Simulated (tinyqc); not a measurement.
Interface roughness in a thin film (subband fluctuation and scattering), step by step. Values are carried at full precision from step to step, so a last printed digit may differ when a step is redone from the rounded ones.

Square well of width t, barriers V0, c = hbar^2/2m0: E1 solves k t + 2 atan[(k/mz)/(kappa/mb)] = pi, k = sqrt(mz E/c), kappa = sqrt(mb (V0 - E)/c). One interface is rough, so the subband edge fluctuates by G dt with G = |dE1/dt| (central difference of 0.01 angstrom; 2 E1/t for hard walls).

Constants: hbar^2/2m0 = 3.80998211 eV angstrom^2; e^2/(4 pi eps0) = 14.39964547 eV angstrom; hbar = 6.58211957e-16 eV s.

Inputs chosen for the exercise (near those of a thin InGaAs channel; not measured data): t = 64 angstrom (film thickness); mz = 0.044 m0 (confinement mass); V0 = 1.98 eV (barrier); mb = 0.24 m0 (barrier mass); D = 3.2 angstrom (rms height of the roughness); md = 0.046 m0 (mass in the plane); gv = 1 (valleys); Lc = 56 angstrom (correlation length); Ns = 0.49 x 1e12/cm^2 (sheet density); eps = 11.5 (mean dielectric constant at the channel); Lg = 120 angstrom (gate length); Wg = 250 angstrom (gate width).

## Sensitivity of the level to thickness

Give E1, G, the hard-wall values and the rms fluctuation G D.

E1 = 98.60 meV
G = |dE1/dt| = 2.1926 meV/angstrom

hard walls: E1 (meV) and G (meV/angstrom): [208.646, 6.520]

G D = 7.02 meV

Hard walls overstate G by a factor 2.97, and the scattering rate, which goes as G^2, by 8.84.

## The angular integrand

Gaussian roughness spectrum S(q) = pi D^2 Lc^2 exp(-q^2 Lc^2/4). Degenerate gas, taken to fill one subband (the second starts to fill once c kF^2/md exceeds E2 - E1, which is not tested here): kF = sqrt(2 pi Ns/gv), q = 2 kF sin(theta/2), 1/tau = (md/(2 pi c hbar)) G^2 times the integral from 0 to pi of S(q)(1 - cos theta)/eps(q)^2 dtheta, eps(q) = 1 + qs/q with screening (qs = gv md q0/(c eps), q0 = e^2/(4 pi eps0), form factors left out, which overstates the screening; other scattering is left out too, so these values lie far above measured mobilities in all but the thinnest films) or 1 without; mobility = tau c2/md with c2 = e/m0 = 1.75882e15 cm^2/(V s^2); 1e12/cm^2 = 1e-4/angstrom^2.

kF, qs, and exp(-q^2 Lc^2/4)(1 - cos theta) without and with the factor 1/eps^2 at theta = 30, 60, ..., 180 degrees.

kF = 0.01755 1/angstrom
qs = 0.0151 1/angstrom

Integrand:
```
theta  q (1/angstrom)   bare  eps(q)  screened
30             0.0091  0.126    2.66    0.0177
60             0.0175  0.393    1.86     0.113
90             0.0248  0.617    1.61     0.238
120            0.0304  0.727    1.50     0.324
150            0.0339  0.758    1.45     0.363
180            0.0351  0.762    1.43     0.372
```

kF Lc = 0.98: the roughness is short-ranged for these electrons, and back-scattering dominates.

## Scattering time and mobility

Integrate over theta.

Results:
```
case      integral  tau (fs)  mobility (cm^2/(V s))
bare         1.572     449.4              1.718e+04
screened    0.6503      1086              4.152e+04
```

Screening raises the mobility by a factor 2.4. With it kF l = 84.1, so by this rate the carriers are far from localisation. Phonons, and the gate field that presses carriers to the wall, limit real channels far below this value.

## Threshold variation

Averaged over an area A = Lg Wg much larger than Lc^2, the thickness varies by D sqrt(pi Lc^2/A), so sigma(Vt) = G D Lc sqrt(pi/A)/e; the Pelgrom coefficient is sigma sqrt(A) (1 micrometre = 1e4 angstrom).

rms of the mean thickness = 1.834 angstrom
sigma(Vt) = 4.021 mV
coefficient = 0.0696 mV micrometre

The electrostatic effect of the thickness is left out. Lc is not small against the gate, so the averaging formula overstates the variation.

## Checks

- G from the envelope at the wall, psi(t/2)^2 (E1 + c mz (kappa/mb)^2), against the difference quotient, meV/angstrom: both 2.193.
- Bare integral for Lc -> 0 against pi: both 3.1416.

tinyqc: `OMP_NUM_THREADS=1 python tinyqc.py 1250848 1250849 out.jsonl`; about 0.01 s, one thread, shared Intel(R) Xeon(R) Processor @ 2.30GHz.
